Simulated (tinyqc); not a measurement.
Physical sputtering: collision-cascade yield, angular dependence, faceting and resputtering in deposition. Inputs raised by 2 %, one at a time. Computed by tinyqc, a small Python program. Command: `OMP_NUM_THREADS=1 python tinyqc.py 3023937 3023938 out.jsonl sputter sens`. One thread of a shared host (Intel(R) Xeon(R) Processor @ 2.30GHz), about 0.01 s of CPU time with the checks.

Ions start collision cascades; atoms that reach the surface with more than U leave. The target is amorphous or fine-grained.

Inputs (values chosen for the exercise, modelled on xenon ions on aluminium):

| quantity | value | unit |
|---|---|---|
| ion Z1 | 54 | - |
| ion mass M1 | 131.3 | u |
| target Z2 | 13 | - |
| target mass M2 | 26.98 | u |
| surface binding energy U | 3.39 | eV |
| target density N | 60.2 | 1/nm^3 |
| fit factor Q | 0.98 | - |
| ion energy E | 950 | eV |
| current density J | 1.4 | mA/cm^2 |
| angular exponent f | 2.2 | - |
| angle of the largest yield | 64 | degrees |
| angle of incidence | 35 | degrees |

Constants: e = 1.602176634e-19 C.

Method:
- gamma = 4 M1 M2/(M1 + M2)^2; threshold E_th = 6.7 U/gamma for M1 >= M2, else U (1 + 5.7 M1/M2)/gamma. eps = 0.03255 M2 E/(Z1 Z2 (M1 + M2) z), z = (Z1^(2/3) + Z2^(2/3))^(1/2), E in eV; s_n = 3.441 sqrt(eps) ln(eps + 2.718)/(1 + 6.355 sqrt(eps) + eps (6.882 sqrt(eps) - 1.708)); S_n = 84.78 Z1 Z2 M1 s_n/((M1 + M2) z) in eV angstrom^2; alpha = 0.249 (M2/M1)^0.56 + 0.0035 (M2/M1)^1.5 for M1 <= M2, else 0.0875 (M2/M1)^(-0.15) + 0.165 M2/M1; Y0 = 0.042 Q alpha S_n/U [1 - sqrt(E_th/E)]^2.5 (the electronic-loss factor of the full formula is dropped).
- Erosion rate = Y0 J/(e N); 1 cm^2 = 1e14 nm^2.
- Angular law: Y/Y0 = t^f exp(-f cos(a_opt)(t - 1)), t = 1/cos(angle), largest at a_opt. A plane tilted by the angle recedes along the beam at a speed proportional to Y(angle), and along its own normal as Y cos(angle).

Runs:

| input moved | from | to | yield Y0 (atoms per ion) | erosion rate (nm/min) | yield at the angle (atoms per ion) | normal speed relative to a flat surface |
|---|---|---|---|---|---|---|
| base run | - | - | 1.233 | 107.3 | 1.545 | 1.027 |
| ion energy E (eV) | 950 | 969 | 1.250 | 108.9 | 1.567 | 1.027 |
| surface binding energy U (eV) | 3.39 | 3.4578 | 1.201 | 104.6 | 1.505 | 1.027 |
| ion mass M1 (u) | 131.3 | 133.926 | 1.221 | 106.3 | 1.530 | 1.027 |
| target mass M2 (u) | 26.98 | 27.5196 | 1.245 | 108.4 | 1.560 | 1.027 |
| current density J (mA/cm^2) | 1.4 | 1.428 | 1.233 | 109.5 | 1.545 | 1.027 |
| fit factor Q | 0.98 | 0.9996 | 1.257 | 109.5 | 1.576 | 1.027 |
| angular exponent f | 2.2 | 2.244 | 1.233 | 107.3 | 1.552 | 1.031 |

Exponents ln(y'/y) / ln(x'/x):

| input | yield Y0 | erosion rate | yield at the angle | normal speed relative to a flat surface |
|---|---|---|---|---|
| ion energy E | 0.720 | 0.720 | 0.720 | 0.000 |
| surface binding energy U | -1.326 | -1.326 | -1.326 | 0.000 |
| ion mass M1 | -0.494 | -0.494 | -0.494 | 0.000 |
| target mass M2 | 0.491 | 0.491 | 0.491 | 0.000 |
| current density J | 0.000 | 1.000 | 0.000 | 0.000 |
| fit factor Q | 1.000 | 1.000 | 1.000 | 0.000 |
| angular exponent f | 0.000 | 0.000 | 0.228 | 0.228 |

Which inputs matter most for each result?

Among the inputs moved here: yield Y0 answers most in size to surface binding energy U (exponent -1.326), next to fit factor Q (+1.000); its exponent is below 0.0005 for current density J, angular exponent f. Erosion rate answers most in size to surface binding energy U (exponent -1.326), next to current density J (+1.000); its exponent is below 0.0005 for angular exponent f. Its exponent +1.000 in current density J: ions act independently. Yield at the angle answers most in size to surface binding energy U (exponent -1.326), next to fit factor Q (+1.000); its exponent is below 0.0005 for current density J. normal speed relative to a flat surface answers most in size to angular exponent f (exponent +0.228); its exponent is below 0.0005 for ion energy E, surface binding energy U, ion mass M1, target mass M2, current density J, fit factor Q.
